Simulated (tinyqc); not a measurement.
One dielectric constant for an anisotropic host? Model: finite-size error of a charged defect in a periodic cell: Madelung and Makov-Payne terms. Computed by tinyqc, a small Python program. Command: `OMP_NUM_THREADS=1 python tinyqc.py 3026580 3026581 out.jsonl imagecharge walk`. One thread of a shared host (Intel(R) Xeon(R) Processor @ 2.30GHz), about 0.08 s of CPU time with the checks.

L is the cube root of the cell volume. The defect charge is a Gaussian, rho(r) = q (2 pi sigma^2)^(-3/2) exp(-r^2/2 sigma^2), repeated periodically in a uniform neutralising background and screened by a continuum. The model cell energy is E(L) = E_0 + [periodic - isolated electrostatic energy].

Inputs (values chosen for the exercise, for a model uniaxial host):
```
quantity,value,unit
charge q,2,e
cell length L,14.6,angstrom
dielectric constant eps_xy,20.4,-
dielectric constant eps_z,22.7,-
axis ratio c/a,1.55,-
```

Supercell lattice: tetragonal. Screening: uniaxial.

Constants: e^2/(4 pi eps_0) = 14.39964548 eV angstrom.

Method:
- Cell vectors: (1,0,0), (0,1,0), (0,0,c/a), scaled to volume L^3.
- Ewald sum for a unit point charge: scale each Cartesian component of the cell by 1/sqrt(eps_i), giving R', G' and V'; E = [ (1/2) sum erfc(eta R')/R' + (2 pi/V') sum exp(-G'^2/4 eta^2)/G'^2 - eta/sqrt(pi) - pi/(2 V' eta^2) ] e^2/(4 pi eps_0) / sqrt(eps_x eps_y eps_z), over n_i = -6..6, omitting n = (0,0,0), eta = 2/V'^(1/3). alpha = -2 E eps_g L/(e^2/(4 pi eps_0)), eps_g = (eps_x eps_y eps_z)^(1/3).
- The same sum with an isotropic constant in place of the tensor, the means being taken over (eps_xy, eps_xy, eps_z); errors against the tensor result.

cell vectors (rows) (angstrom):
```
,1,2,3
1,12.6156,0.0000,0.0000
2,0.0000,12.6156,0.0000
3,0.0000,0.0000,19.5542
```

point-charge correction -q^2 E = 0.250434 eV

Point-charge correction:
```
constant,value,correction (eV),error (meV)
eps_xy,20.400,0.25476,4.329
eps_z,22.700,0.22895,-21.484
arithmetic mean,21.167,0.24553,-4.899
geometric mean,21.140,0.24585,-4.584
harmonic mean,21.113,0.24616,-4.276
```

The tensor gives 0.2504 eV. Closest is harmonic mean (-4.3 meV) and furthest eps_z (-21.5 meV); anisotropy also changes the effective shape of the cell, which no single constant captures.
